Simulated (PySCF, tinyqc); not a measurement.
Inside a calculation (part 1 of 2). Method: RHF in the sto-3g basis, for BeH+, spin multiplicity 1. The lowest restricted solution is unstable here: a spin-polarised one lies 0.0618 hartree lower (PySCF). Computed by tinyqc, a small Python program that keeps every step (integrals from PySCF). Settings: charge = 1, multiplicity = 1, basis = sto-3g, energy threshold = 1e-09, iteration cap = 73, orthogonalisation = symmetric, start = highest core orbitals, DIIS depth = 4, damping = 0.5, method = RHF. Command: `OMP_NUM_THREADS=1 python tinyqc.py 25678 25679 out.jsonl` (the two numbers bound the seeds that draw the settings). One thread of a shared host (Intel(R) Xeon(R) Processor @ 2.60GHz), about 0.08 s of CPU time with the checks. Later iterations appear only in the table of the cycle.

## One-electron integrals

Geometry (angstrom):
```
atom         x         y         z
Be    0.000000  0.000000  0.000000
H     0.000000  0.000000  2.400000
```

Basis sto-3g: exponents (1/bohr^2) and contraction coefficients of normalised primitives:
```
element  l (shell)   exponent  coefficient
Be           s (1)  30.167871     0.154329
Be           s (1)   5.495115     0.535328
Be           s (1)   1.487193     0.444635
Be           s (2)   1.314833    -0.099967
Be           s (2)   0.305539     0.399513
Be           s (2)   0.099371     0.700115
Be           p (3)   1.314833     0.155916
Be           p (3)   0.305539     0.607684
Be           p (3)   0.099371     0.391957
H            s (1)   3.425251     0.154329
H            s (1)   0.623914     0.535328
H            s (1)   0.168855     0.444635
```

Overlap, kinetic and nuclear-attraction integrals over the contracted functions; the nuclear repulsion is the sum of Za Zb / Rab.

nuclear repulsion = 0.88196202 hartree

overlap S, order 1Be 1s, 1Be 2s, 1Be 2px, 1Be 2py, 1Be 2pz, 2H 1s:
```
[[1.000000, 0.259517, 0.000000, 0.000000, 0.000000, 0.005889],
 [0.259517, 1.000000, 0.000000, 0.000000, 0.000000, 0.140826],
 [0.000000, 0.000000, 1.000000, 0.000000, 0.000000, 0.000000],
 [0.000000, 0.000000, 0.000000, 1.000000, 0.000000, 0.000000],
 [0.000000, 0.000000, 0.000000, 0.000000, 1.000000, 0.202764],
 [0.005889, 0.140826, 0.000000, 0.000000, 0.202764, 1.000000]]
```

kinetic energy T (hartree), order 1Be 1s, 1Be 2s, 1Be 2px, 1Be 2py, 1Be 2pz, 2H 1s:
```
[[6.693975, -0.033012, 0.000000, 0.000000, 0.000000, -0.003275],
 [-0.033012, 0.211111, 0.000000, 0.000000, 0.000000, -0.005439],
 [0.000000, 0.000000, 0.660592, 0.000000, 0.000000, 0.000000],
 [0.000000, 0.000000, 0.000000, 0.660592, 0.000000, 0.000000],
 [0.000000, 0.000000, 0.000000, 0.000000, 0.660592, 0.010185],
 [-0.003275, -0.005439, 0.000000, 0.000000, 0.010185, 0.760032]]
```

nuclear attraction V (hartree), order 1Be 1s, 1Be 2s, 1Be 2px, 1Be 2py, 1Be 2pz, 2H 1s:
```
[[-14.781583, -1.956467, 0.000000, 0.000000, -0.005611, -0.042789],
 [-1.956467, -2.533295, 0.000000, 0.000000, -0.060065, -0.271806],
 [0.000000, 0.000000, -2.503082, 0.000000, 0.000000, 0.000000],
 [0.000000, 0.000000, 0.000000, -2.503082, 0.000000, 0.000000],
 [-0.005611, -0.060065, 0.000000, 0.000000, -2.537760, -0.381998],
 [-0.042789, -0.271806, 0.000000, 0.000000, -0.381998, -2.108542]]
```

core Hamiltonian H = T + V (hartree), order 1Be 1s, 1Be 2s, 1Be 2px, 1Be 2py, 1Be 2pz, 2H 1s:
```
[[-8.087608, -1.989479, 0.000000, 0.000000, -0.005611, -0.046064],
 [-1.989479, -2.322184, 0.000000, 0.000000, -0.060065, -0.277246],
 [0.000000, 0.000000, -1.842490, 0.000000, 0.000000, 0.000000],
 [0.000000, 0.000000, 0.000000, -1.842490, 0.000000, 0.000000],
 [-0.005611, -0.060065, 0.000000, 0.000000, -1.877169, -0.371813],
 [-0.046064, -0.277246, 0.000000, 0.000000, -0.371813, -1.348510]]
```

## Two-electron integrals

Functions are numbered as in S; the eight-fold symmetry (ij|kl) = (ji|kl) = (kl|ij) leaves the list below.

Two-electron integrals (ij|kl) in chemists' order, unique and non-zero (hartree):
```
(11|11) 2.298831   (21|11) 0.392036   (21|21) 0.079539   (22|11) 0.570988
(22|21) 0.143041   (22|22) 0.417683   (31|31) 0.014607   (32|31) 0.021888
(32|32) 0.092265   (33|11) 0.569578   (33|21) 0.143083   (33|22) 0.417589
(33|33) 0.449859   (41|41) 0.014607   (42|41) 0.021888   (42|42) 0.092265
(43|43) 0.024249   (44|11) 0.569578   (44|21) 0.143083   (44|22) 0.417589
(44|33) 0.401360   (44|44) 0.449859   (51|51) 0.014607   (52|51) 0.021888
(52|52) 0.092265   (53|53) 0.024249   (54|54) 0.024249   (55|11) 0.569578
(55|21) 0.143083   (55|22) 0.417589   (55|33) 0.401360   (55|44) 0.401360
(55|55) 0.449859   (61|11) 0.008558   (61|21) 0.001749   (61|22) 0.003218
(61|33) 0.003192   (61|44) 0.003192   (61|51) 0.000191   (61|52) 0.000363
(61|55) 0.003272   (61|61) 0.000041   (62|11) 0.046842   (62|21) 0.012045
(62|22) 0.042083   (62|33) 0.040284   (62|44) 0.040284   (62|51) 0.001480
(62|52) 0.011403   (62|55) 0.045630   (62|61) 0.000302   (62|62) 0.009179
(63|31) 0.000683   (63|32) 0.003946   (63|53) 0.001618   (63|63) 0.000508
(64|41) 0.000683   (64|42) 0.003946   (64|54) 0.001618   (64|64) 0.000508
(65|11) 0.062429   (65|21) 0.016140   (65|22) 0.057931   (65|33) 0.054901
(65|44) 0.054901   (65|51) 0.002260   (65|52) 0.017355   (65|55) 0.063918
(65|61) 0.000412   (65|62) 0.013735   (65|65) 0.020703   (66|11) 0.220478
(66|21) 0.057214   (66|22) 0.219076   (66|33) 0.208216   (66|44) 0.208216
(66|51) 0.005603   (66|52) 0.058512   (66|55) 0.240459   (66|61) 0.001414
(66|62) 0.069737   (66|65) 0.108217   (66|66) 0.774606
```

## Orthogonalisation

S = U s U^T; symmetric (Loewdin) form X = U s^(-1/2) U^T, so that X^T S X = 1.

eigenvalues of S: [0.685376, 0.831330, 1.000000, 1.000000, 1.162804, 1.320490]

X, order 1Be 1s, 1Be 2s, 1Be 2px, 1Be 2py, 1Be 2pz, 2H 1s:
```
[[1.026859, -0.137040, 0.000000, 0.000000, -0.002079, 0.011905],
 [-0.137040, 1.035042, 0.000000, 0.000000, 0.011695, -0.075928],
 [0.000000, 0.000000, 1.000000, 0.000000, 0.000000, 0.000000],
 [0.000000, 0.000000, 0.000000, 1.000000, 0.000000, 0.000000],
 [-0.002079, 0.011695, 0.000000, 0.000000, 1.016149, -0.105492],
 [0.011905, -0.075928, 0.000000, 0.000000, -0.105492, 1.024211]]
```

## Starting guess

The start is the highest orbitals of the core Hamiltonian (a deliberately bad start); D = 2 C_occ C_occ^T.

D at the start, order 1Be 1s, 1Be 2s, 1Be 2px, 1Be 2py, 1Be 2pz, 2H 1s:
```
[[0.001179, -0.005981, 0.000000, 0.000000, -0.008732, 0.050097],
 [-0.005981, 0.030333, 0.000000, 0.000000, 0.044287, -0.254083],
 [0.000000, 0.000000, 1.997094, -0.076186, 0.000000, 0.000000],
 [0.000000, 0.000000, -0.076186, 0.002906, 0.000000, 0.000000],
 [-0.008732, 0.044287, 0.000000, 0.000000, 0.064662, -0.370977],
 [0.050097, -0.254083, 0.000000, 0.000000, -0.370977, 2.128344]]
```

## Iteration 1: building the Fock matrix

J_ij = sum D_kl (ij|kl), K_ij = sum D_kl (ik|jl); F = H + J - 0.5 K; E = tr D H + tr D J / 2 - 0.25 tr D K + E_nn.

Coulomb J (hartree), order 1Be 1s, 1Be 2s, 1Be 2px, 1Be 2py, 1Be 2pz, 2H 1s:
```
[[1.591316, 0.403119, 0.000000, 0.000000, 0.011199, 0.009267],
 [0.403119, 1.276036, 0.000000, 0.000000, 0.113688, 0.219289],
 [0.000000, 0.000000, 1.319428, -0.003695, 0.000000, 0.000000],
 [0.000000, 0.000000, -0.003695, 1.222712, 0.000000, 0.000000],
 [0.011199, 0.113688, 0.000000, 0.000000, 1.284931, 0.325095],
 [0.009267, 0.219289, 0.000000, 0.000000, 0.325095, 1.976327]]
```

exchange K (hartree), order 1Be 1s, 1Be 2s, 1Be 2px, 1Be 2py, 1Be 2pz, 2H 1s:
```
[[0.030506, 0.044618, 0.000000, 0.000000, -0.000027, -0.000956],
 [0.044618, 0.192445, 0.000000, 0.000000, 0.010272, 0.079636],
 [0.000000, 0.000000, 0.900546, -0.032425, 0.000000, 0.000000],
 [0.000000, 0.000000, -0.032425, 0.051801, 0.000000, 0.000000],
 [-0.000027, 0.010272, 0.000000, 0.000000, 0.068187, 0.125829],
 [-0.000956, 0.079636, 0.000000, 0.000000, 0.125829, 1.536878]]
```

Fock matrix F (hartree), order 1Be 1s, 1Be 2s, 1Be 2px, 1Be 2py, 1Be 2pz, 2H 1s:
```
[[-6.511545, -1.608669, 0.000000, 0.000000, 0.005602, -0.036319],
 [-1.608669, -1.142370, 0.000000, 0.000000, 0.048487, -0.097775],
 [0.000000, 0.000000, -0.973335, 0.012518, 0.000000, 0.000000],
 [0.000000, 0.000000, 0.012518, -0.645678, 0.000000, 0.000000],
 [0.005602, 0.048487, 0.000000, 0.000000, -0.626331, -0.109633],
 [-0.036319, -0.097775, 0.000000, 0.000000, -0.109633, -0.140622]]
```

total energy of this density = -3.37035567 hartree

This density is the starting one.

## Iteration 1: diagonalisation and new density

Diagonalise F' = X^T F X, C = X C', fill 2 alpha and 2 beta electrons from the bottom; D = 2 C_occ C_occ^T; the new density keeps 0.5 of the old one (damping). Each column has its largest component positive (the first on a tie).

F' = X^T F X (hartree):
```
[[-6.435313, -0.660958, 0.000000, 0.000000, -0.002298, 0.010788],
 [-0.660958, -0.874700, 0.000000, 0.000000, 0.050835, -0.030983],
 [0.000000, 0.000000, -0.973335, 0.012518, 0.000000, 0.000000],
 [0.000000, 0.000000, 0.012518, -0.645678, 0.000000, 0.000000],
 [-0.002298, 0.050835, 0.000000, 0.000000, -0.623536, -0.037852],
 [0.010788, -0.030983, 0.000000, 0.000000, -0.037852, -0.120310]]
```

orbital energies (hartree): [-6.512808, -0.973812, -0.811609, -0.645200, -0.613856, -0.115586]

coefficients C, order 1Be 1s, 1Be 2s, 1Be 2px, 1Be 2py, 1Be 2pz, 2H 1s:
```
[[1.003906, 0.000000, -0.246343, 0.000000, -0.064405, 0.026552],
 [-0.015518, 0.000000, 1.003714, 0.000000, 0.266478, -0.131533],
 [0.000000, 0.999273, 0.000000, 0.038121, 0.000000, 0.000000],
 [0.000000, -0.038121, 0.000000, 0.999273, 0.000000, 0.000000],
 [-0.001220, 0.000000, -0.250544, 0.000000, 0.972792, -0.186358],
 [0.001907, 0.000000, -0.015781, 0.000000, -0.028566, 1.031977]]
```

D after iteration 1, order 1Be 1s, 1Be 2s, 1Be 2px, 1Be 2py, 1Be 2pz, 2H 1s:
```
[[1.008416, -0.018569, 0.000000, 0.000000, -0.005591, 0.026963],
 [-0.018569, 0.015407, 0.000000, 0.000000, 0.022163, -0.127071],
 [0.000000, 0.000000, 1.997094, -0.076186, 0.000000, 0.000000],
 [0.000000, 0.000000, -0.076186, 0.002906, 0.000000, 0.000000],
 [-0.005591, 0.022163, 0.000000, 0.000000, 0.032333, -0.185491],
 [0.026963, -0.127071, 0.000000, 0.000000, -0.185491, 1.064176]]
```

## Iteration 2: building the Fock matrix

As before.

Coulomb J (hartree), order 1Be 1s, 1Be 2s, 1Be 2px, 1Be 2py, 1Be 2pz, 2H 1s:
```
[[3.670013, 0.737310, 0.000000, 0.000000, 0.005565, 0.016397],
 [0.737310, 1.626719, 0.000000, 0.000000, 0.056795, 0.196769],
 [0.000000, 0.000000, 1.679192, -0.003695, 0.000000, 0.000000],
 [0.000000, 0.000000, -0.003695, 1.582477, 0.000000, 0.000000],
 [0.005565, 0.056795, 0.000000, 0.000000, 1.613515, 0.279874],
 [0.016397, 0.196769, 0.000000, 0.000000, 0.279874, 1.416846]]
```

exchange K (hartree), order 1Be 1s, 1Be 2s, 1Be 2px, 1Be 2py, 1Be 2pz, 2H 1s:
```
[[2.334520, 0.429294, 0.000000, 0.000000, -0.000606, 0.008420],
 [0.429294, 0.264336, 0.000000, 0.000000, 0.004975, 0.045384],
 [0.000000, 0.000000, 0.913577, -0.032425, 0.000000, 0.000000],
 [0.000000, 0.000000, -0.032425, 0.064832, 0.000000, 0.000000],
 [-0.000606, 0.004975, 0.000000, 0.000000, 0.072412, 0.064704],
 [0.008420, 0.045384, 0.000000, 0.000000, 0.064704, 0.768984]]
```

Fock matrix F (hartree), order 1Be 1s, 1Be 2s, 1Be 2px, 1Be 2py, 1Be 2pz, 2H 1s:
```
[[-5.584855, -1.466817, 0.000000, 0.000000, 0.000257, -0.033878],
 [-1.466817, -0.827633, 0.000000, 0.000000, -0.005758, -0.103168],
 [0.000000, 0.000000, -0.620086, 0.012518, 0.000000, 0.000000],
 [0.000000, 0.000000, 0.012518, -0.292429, 0.000000, 0.000000],
 [0.000257, -0.005758, 0.000000, 0.000000, -0.299859, -0.124291],
 [-0.033878, -0.103168, 0.000000, 0.000000, -0.124291, -0.316156]]
```

total energy of this density = -9.21910852 hartree

This density is a damped mixture and is not idempotent.

## Iteration 2: DIIS over 2 matrices

error matrix X^T (FDS - SDF) X:
```
[[0.000000, 0.093471, 0.000000, 0.000000, 0.004330, 0.009620],
 [-0.093471, 0.000000, 0.000000, 0.000000, 0.000171, -0.033618],
 [0.000000, 0.000000, 0.000000, 0.000000, 0.000000, 0.000000],
 [0.000000, 0.000000, 0.000000, 0.000000, 0.000000, 0.000000],
 [-0.004330, -0.000171, 0.000000, 0.000000, 0.000000, -0.065317],
 [-0.009620, 0.033618, 0.000000, 0.000000, 0.065317, 0.000000]]
```

B (overlaps of the stored error matrices):
```
[[2.9894556e-04, 1.4860831e-03],
 [1.4860831e-03, 2.8489331e-02]]
```

Minimise |sum c_i e_i|^2 with sum c_i = 1: solve [B -1; -1 0][c; lambda] = [0; -1] with B_ij = tr e_i^T e_j, and take F = sum c_i F_i.

DIIS coefficients: [1.045984, -0.045984]

extrapolated F (hartree), order 1Be 1s, 1Be 2s, 1Be 2px, 1Be 2py, 1Be 2pz, 2H 1s:
```
[[-6.554159, -1.615192, 0.000000, 0.000000, 0.005847, -0.036431],
 [-1.615192, -1.156843, 0.000000, 0.000000, 0.050982, -0.097527],
 [0.000000, 0.000000, -0.989579, 0.012518, 0.000000, 0.000000],
 [0.000000, 0.000000, 0.012518, -0.661922, 0.000000, 0.000000],
 [0.005847, 0.050982, 0.000000, 0.000000, -0.641344, -0.108959],
 [-0.036431, -0.097527, 0.000000, 0.000000, -0.108959, -0.132551]]
```

## Iteration 2: diagonalisation and new density

As before.

F' = X^T F X (hartree):
```
[[-6.478685, -0.659963, 0.000000, 0.000000, -0.002310, 0.010586],
 [-0.659963, -0.889093, 0.000000, 0.000000, 0.053066, -0.030511],
 [0.000000, 0.000000, -0.989579, 0.012518, 0.000000, 0.000000],
 [0.000000, 0.000000, 0.012518, -0.661922, 0.000000, 0.000000],
 [-0.002310, 0.053066, 0.000000, 0.000000, -0.639037, -0.036581],
 [0.010586, -0.030511, 0.000000, 0.000000, -0.036581, -0.112235]]
```

orbital energies (hartree): [-6.555559, -0.990056, -0.827740, -0.661444, -0.627813, -0.107938]

coefficients C, order 1Be 1s, 1Be 2s, 1Be 2px, 1Be 2py, 1Be 2pz, 2H 1s:
```
[[1.004098, 0.000000, -0.244939, 0.000000, -0.067005, 0.025828],
 [-0.016305, 0.000000, 1.000884, 0.000000, 0.278137, -0.128835],
 [0.000000, 0.999273, 0.000000, 0.038121, 0.000000, 0.000000],
 [0.000000, -0.038121, 0.000000, 0.999273, 0.000000, 0.000000],
 [-0.001264, 0.000000, -0.260878, 0.000000, 0.971188, -0.180455],
 [0.001997, 0.000000, -0.016437, 0.000000, -0.035271, 1.031759]]
```

D after iteration 2, order 1Be 1s, 1Be 2s, 1Be 2px, 1Be 2py, 1Be 2pz, 2H 1s:
```
[[1.512421, -0.025656, 0.000000, 0.000000, -0.004065, 0.015486],
 [-0.025656, 0.007969, 0.000000, 0.000000, 0.011102, -0.063568],
 [0.000000, 0.000000, 1.997094, -0.076186, 0.000000, 0.000000],
 [0.000000, 0.000000, -0.076186, 0.002906, 0.000000, 0.000000],
 [-0.004065, 0.011102, 0.000000, 0.000000, 0.016168, -0.092748],
 [0.015486, -0.063568, 0.000000, 0.000000, -0.092748, 0.532092]]
```

## Iteration 3: building the Fock matrix

As before.

Coulomb J (hartree), order 1Be 1s, 1Be 2s, 1Be 2px, 1Be 2py, 1Be 2pz, 2H 1s:
```
[[4.709643, 0.904434, 0.000000, 0.000000, 0.002747, 0.019962],
 [0.904434, 1.802065, 0.000000, 0.000000, 0.028346, 0.185510],
 [0.000000, 0.000000, 1.859078, -0.003695, 0.000000, 0.000000],
 [0.000000, 0.000000, -0.003695, 1.762362, 0.000000, 0.000000],
 [0.002747, 0.028346, 0.000000, 0.000000, 1.777812, 0.257263],
 [0.019962, 0.185510, 0.000000, 0.000000, 0.257263, 1.137106]]
```

exchange K (hartree), order 1Be 1s, 1Be 2s, 1Be 2px, 1Be 2py, 1Be 2pz, 2H 1s:
```
[[3.486795, 0.621276, 0.000000, 0.000000, -0.000916, 0.013090],
 [0.621276, 0.300098, 0.000000, 0.000000, 0.002322, 0.028252],
 [0.000000, 0.000000, 0.920066, -0.032425, 0.000000, 0.000000],
 [0.000000, 0.000000, -0.032425, 0.071321, 0.000000, 0.000000],
 [-0.000916, 0.002322, 0.000000, 0.000000, 0.074498, 0.034140],
 [0.013090, 0.028252, 0.000000, 0.000000, 0.034140, 0.385037]]
```

Fock matrix F (hartree), order 1Be 1s, 1Be 2s, 1Be 2px, 1Be 2py, 1Be 2pz, 2H 1s:
```
[[-5.121363, -1.395683, 0.000000, 0.000000, -0.002406, -0.032647],
 [-1.395683, -0.670168, 0.000000, 0.000000, -0.032879, -0.105862],
 [0.000000, 0.000000, -0.443445, 0.012518, 0.000000, 0.000000],
 [0.000000, 0.000000, 0.012518, -0.115788, 0.000000, 0.000000],
 [-0.002406, -0.032879, 0.000000, 0.000000, -0.136606, -0.131620],
 [-0.032647, -0.105862, 0.000000, 0.000000, -0.131620, -0.403923]]
```

total energy of this density = -11.73196361 hartree

This density is a damped mixture and is not idempotent.

## Iteration 3: DIIS over 3 matrices

error matrix X^T (FDS - SDF) X:
```
[[0.000000, 0.214307, 0.000000, 0.000000, 0.010853, -0.000079],
 [-0.214307, 0.000000, 0.000000, 0.000000, 0.001047, -0.024604],
 [0.000000, 0.000000, 0.000000, 0.000000, 0.000000, 0.000000],
 [0.000000, 0.000000, 0.000000, 0.000000, 0.000000, 0.000000],
 [-0.010853, -0.001047, 0.000000, 0.000000, 0.000000, -0.048245],
 [0.000079, 0.024604, 0.000000, 0.000000, 0.048245, 0.000000]]
```

B (overlaps of the stored error matrices):
```
[[2.9894556e-04, 1.4860831e-03, 9.9814317e-04],
 [1.4860831e-03, 2.8489331e-02, 4.8112498e-02],
 [9.9814317e-04, 4.8112498e-02, 9.7958216e-02]]
```

As before.

DIIS coefficients: [1.121593, -0.218650, 0.097057]

extrapolated F (hartree), order 1Be 1s, 1Be 2s, 1Be 2px, 1Be 2py, 1Be 2pz, 2H 1s:
```
[[-6.579239, -1.619013, 0.000000, 0.000000, 0.005993, -0.036496],
 [-1.619013, -1.165357, 0.000000, 0.000000, 0.052451, -0.097380],
 [0.000000, 0.000000, -0.999143, 0.012518, 0.000000, 0.000000],
 [0.000000, 0.000000, 0.012518, -0.671486, 0.000000, 0.000000],
 [0.005993, 0.052451, 0.000000, 0.000000, -0.650183, -0.108562],
 [-0.036496, -0.097380, 0.000000, 0.000000, -0.108562, -0.127797]]
```

## Iteration 3: diagonalisation and new density

As before.

F' = X^T F X (hartree):
```
[[-6.504216, -0.659358, 0.000000, 0.000000, -0.002316, 0.010466],
 [-0.659358, -0.897565, 0.000000, 0.000000, 0.054380, -0.030233],
 [0.000000, 0.000000, -0.999143, 0.012518, 0.000000, 0.000000],
 [0.000000, 0.000000, 0.012518, -0.671486, 0.000000, 0.000000],
 [-0.002316, 0.054380, 0.000000, 0.000000, -0.648163, -0.035833],
 [0.010466, -0.030233, 0.000000, 0.000000, -0.035833, -0.107479]]
```

orbital energies (hartree): [-6.580725, -0.999621, -0.837257, -0.671009, -0.636027, -0.103414]

coefficients C, order 1Be 1s, 1Be 2s, 1Be 2px, 1Be 2py, 1Be 2pz, 2H 1s:
```
[[1.004211, 0.000000, -0.244108, 0.000000, -0.068487, 0.025423],
 [-0.016768, 0.000000, 0.999187, 0.000000, 0.284827, -0.127321],
 [0.000000, 0.999273, 0.000000, 0.038121, 0.000000, 0.000000],
 [0.000000, -0.038121, 0.000000, 0.999273, 0.000000, 0.000000],
 [-0.001290, 0.000000, -0.266845, 0.000000, 0.970165, -0.177202],
 [0.002049, 0.000000, -0.016751, 0.000000, -0.038980, 1.031620]]
```

D after iteration 3, order 1Be 1s, 1Be 2s, 1Be 2px, 1Be 2py, 1Be 2pz, 2H 1s:
```
[[1.764650, -0.029667, 0.000000, 0.000000, -0.003328, 0.009801],
 [-0.029667, 0.004266, 0.000000, 0.000000, 0.005573, -0.031818],
 [0.000000, 0.000000, 1.997094, -0.076186, 0.000000, 0.000000],
 [0.000000, 0.000000, -0.076186, 0.002906, 0.000000, 0.000000],
 [-0.003328, 0.005573, 0.000000, 0.000000, 0.008086, -0.046377],
 [0.009801, -0.031818, 0.000000, 0.000000, -0.046377, 0.266050]]
```
